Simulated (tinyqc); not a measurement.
Gupta-type many-body potential for a metal: one step, computed by the program tinyqc.

E_i = sum_j A exp(-p (r_ij/r0 - 1)) - xi rho_i^gamma, with rho_i = sum_j exp(-2 q (r_ij/r0 - 1)); gamma = 1/2 is the tight-binding second-moment form. The crystal is fcc unless stated; d is the neighbour distance and a fixed number of shells is kept.

Problem. Equilibrium of the fcc crystal. fcc shells: d sqrt(k), k = 1..5, with 12, 6, 24, 12, 24 atoms; Omega = d^3/sqrt2. Equilibrium: dE/dd = 0; B = d^2 E''(d)/(9 Omega).

Inputs (values chosen for the exercise, modelled on gold): repulsion A = 0.204 eV; hopping xi = 1.72 eV; decay p = 10.4; decay q = 4.14; reference distance r0 = 2.884 angstrom; shells kept = 1; embedding exponent gamma = 0.5.

Constants: 1 eV/angstrom^3 = 160.2176634 GPa.

Give: neighbour distance d; lattice constant; cohesive energy E_c; bulk modulus B.

Solution.

neighbour distance d = 2.899 angstrom

lattice constant = 4.099 angstrom

cohesive energy E_c = 3.512 eV

bulk modulus B = 157.9 GPa
